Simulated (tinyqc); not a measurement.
Interband optics of a two-band s-p chain from momentum matrix elements: sweeps and comparisons. A value that a table varies takes the place of the one given here.

H(k) = [[Es - 2 ts cos ka, 2i V sin ka], [-2i V sin ka, Ep_ + 2 tp cos ka]] in the basis s, p; the lower band is full, with two electrons a cell. The velocity operator times hbar is W = dH/dk (eV angstrom); intra-atomic dipoles are left out.

With w(k) = |<c|W|v>|^2 and D(k) = Ec - Ev, on the mesh k_j = (j + 1/2)/N (2 pi/a): eps(E) = 1 + (8 pi e2/(a Ar)) mean_j (w/D^2) [1/(D - E - i eta) + 1/(D + E + i eta)], e2 = e^2/(4 pi eps0); light polarised along the chains, no local fields.

Constants: e^2/(4 pi eps0) = 14.39964547 eV angstrom; hbar^2/2m0 = 3.80998211 eV angstrom^2.

Values chosen for the exercise: a = 2.89 angstrom (period); Es = 2.89 eV (upper orbital (s)); Ep_ = -1.59 eV (lower orbital (p)); ts = 0.43 eV (s-s hopping); tp = 0.4 eV (p-p hopping); V = 0.76 eV (s-p hopping); Ar = 6.6 angstrom^2 (cross-section per chain); eta = 0.15 eV (Lorentzian half width); E = 3.18 eV (photon energy).

## Joint density of states against eps2

Mesh of 2000 points. J(E) = mean of (eta/pi)/((E - D)^2 + eta^2). The fourth column is J times the constant (8 pi^2 e2/(a Ar)) mean(w/D^2). R = |(sqrt(eps) - 1)/(sqrt(eps) + 1)|^2.

Spectrum:

| E (eV) | J (1/eV) | eps2 | eps2 with constant element | eps1 | R |
|---|---|---|---|---|---|
| 2.22 | 0.019 | 1.559 | 0.552 | 10.931 | 0.290 |
| 2.63 | 0.074 | 7.970 | 2.135 | 17.843 | 0.408 |
| 3.04 | 0.208 | 19.335 | 6.017 | -3.205 | 0.565 |
| 3.45 | 0.161 | 7.281 | 4.655 | -5.568 | 0.582 |
| 3.86 | 0.150 | 2.999 | 4.321 | -3.445 | 0.576 |
| 4.27 | 0.152 | 1.284 | 4.397 | -1.382 | 0.484 |
| 4.69 | 0.167 | 0.711 | 4.812 | 0.493 | 0.062 |
| 5.10 | 0.198 | 0.951 | 5.706 | 2.310 | 0.060 |
| 5.51 | 0.269 | 2.439 | 7.777 | 4.517 | 0.165 |
| 5.92 | 0.517 | 9.473 | 14.943 | 6.550 | 0.351 |
| 6.33 | 0.236 | 5.626 | 6.808 | -8.615 | 0.721 |
| 6.74 | 0.048 | 1.036 | 1.387 | -4.126 | 0.824 |

What does this show?

Transitions span 2.820 to 6.140 eV. Among the energies listed J peaks at 5.92 eV and eps2 at 3.04 eV. The ratio of eps2 to the constant-element value is 3.21 at 3.04 eV and 0.63 at 5.92 eV: w/D^2 is 2.426 angstrom^2 at the zone centre and 0.512 at the edge.

## Mesh against broadening

eps2 at E for three widths, and eps(0) at eta = 0; the last row is the mesh of 2000 points.

Convergence:

| N | eta = 0.03 eV | eta = 0.1 eV | eta = 0.3 eV | eps(0) |
|---|---|---|---|---|
| 4 | 0.098 | 0.322 | 0.861 | 2.9268 |
| 8 | 159.490 | 55.054 | 18.650 | 5.5494 |
| 16 | 2.286 | 6.815 | 10.683 | 6.0406 |
| 32 | 4.097 | 10.576 | 11.888 | 6.0448 |
| 64 | 7.462 | 13.388 | 11.983 | 6.0448 |
| 128 | 11.976 | 13.887 | 11.983 | 6.0448 |
| 2000 | 13.618 | 13.893 | 11.983 | 6.0448 |

How do the results move?

The first N from which eps2 stays within 2 % of the last row is above 128 for eta = 0.03, 128 for 0.1 and 32 for 0.3 eV; for eps(0) and 0.1 % it is 16. E lies inside the range of transitions, so as a rule the spacing of D between mesh points must fall below eta (less so where the weight w is small at E).

## Static constant against the gap

Es takes the values listed; mesh of 400 points; the Penn-type estimate is 1 + 8 pi c e2 n_eff/(a Ar Dm^2) with Dm the f-weighted mean of D, f = w/(c D), n_eff = 2 mean(f), c = hbar^2/2m0.

Results:

| Es (eV) | smallest D (eV) | Dm (eV) | n_eff | eps(0) | estimate |
|---|---|---|---|---|---|
| 2.59 | 2.520 | 4.266 | 1.094 | 7.467 | 5.345 |
| 2.89 | 2.820 | 4.563 | 1.032 | 6.045 | 4.585 |
| 3.39 | 3.320 | 5.058 | 0.943 | 4.498 | 3.666 |
| 3.89 | 3.820 | 5.553 | 0.868 | 3.538 | 3.034 |
| 4.89 | 4.820 | 6.544 | 0.746 | 2.471 | 2.259 |
| 5.89 | 5.820 | 7.537 | 0.654 | 1.933 | 1.832 |
| 7.89 | 7.820 | 9.527 | 0.522 | 1.447 | 1.416 |

How do the results move?

eps(0) - 1 falls from 6.467 to 0.447, as Dm^-3.33; a fixed n_eff would give the power -2, and n_eff goes from 1.094 to 0.522. The single-gap estimate is low by 32.8 % of eps(0) - 1 in the first row and 6.8 % in the last, since 1/D^2 favours the smallest separations. n_eff need not equal the 2 electrons of the cell: a two-orbital basis with chosen hoppings does not obey the free-electron sum rule.

## What moves the optical response

Mesh of 400 points; n_eff = 2 mean(w/(c D)), c = hbar^2/2m0. Each row changes one parameter from the base and keeps the others.

Results:

| case | smallest D (eV) | largest D (eV) | n_eff | eps(0) |
|---|---|---|---|---|
| base | 2.820 | 6.140 | 1.032 | 6.045 |
| a = 3.035 angstrom | 2.820 | 6.140 | 1.139 | 6.298 |
| Es = 3.19 eV | 3.120 | 6.440 | 0.977 | 5.025 |
| ts = 0.516 eV | 2.648 | 6.312 | 1.046 | 6.591 |
| V = 0.836 eV | 2.820 | 6.149 | 1.215 | 6.861 |
| Ar = 7.26 angstrom^2 | 2.820 | 6.140 | 1.032 | 5.586 |

What can be read from the table?

The largest shifts from the base row, up to three for each result and ties (the steps differ in size, so this ranks the rows, not the parameters). smallest D (eV): Es +0.300, ts -0.172; unchanged at the printed digits by a, V and Ar. largest D (eV): Es +0.300, ts +0.172, V +0.009; unchanged at the printed digits by a and Ar. n_eff: V +0.182, a +0.106, Es -0.055; unchanged at the printed digits by Ar. eps(0): Es -1.020, V +0.816, ts +0.546.

Run: tinyqc, `OMP_NUM_THREADS=1 python tinyqc.py 1680996 1680997 out.jsonl`; Intel(R) Xeon(R) Processor @ 2.30GHz, one thread, shared host; about 0.01 s of CPU time with all checks.
